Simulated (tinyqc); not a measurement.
## Thermal resistances of a two-die stack

Question. Heat leaves through the lower die only, and the system is linear. Find the resistance R1 from the lower die to the coolant, R2 between the dies, and the rise of the upper die when both are powered.

Parameters, values chosen for the exercise:
```
symbol  value  unit                 meaning
P1         40     W  power of the lower die
P2         19     W  power of the upper die
```

rises of the lower and upper die with only the lower one powered (K): [24.4, 24.4]
rises of the lower and upper die with only the upper one powered (K): [11.59, 18.62]

Answer. With only the lower die powered no heat crosses R2, so both dies rise by P1 R1; the difference in the second test is P2 R2; rises add.

R1 = 0.6100 K/W
R2 = 0.3700 K/W
rise of the upper die = 43.02 K

Computed by the program tinyqc: `OMP_NUM_THREADS=1 python tinyqc.py 2162060 2162061 out.jsonl`, one thread of a shared Intel Xeon 2.30GHz, about 1 s for the whole run.
